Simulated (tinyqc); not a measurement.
Delay unit and parasitic delay from two ring oscillators.

Question. A ring of 11 inverters oscillates at 1/(2 x 11 d), with stage delay d = tau (h + p) for fan-out h. Find tau, p and the delay at fan-out 4.

frequencies of 11-stage ring oscillators with fan-out 2 and 6 (GHz): [7.0794856, 3.3970484]

Solution. d is a straight line in h with slope tau and intercept tau p.

tau = 1.740 ps
p = 1.690
delay at fan-out 4 = 9.901 ps

Numbers from tinyqc (`OMP_NUM_THREADS=1 python tinyqc.py 2082153 2082154 out.jsonl`; about 0.01 s on one thread of a shared Intel Xeon 2.30GHz).
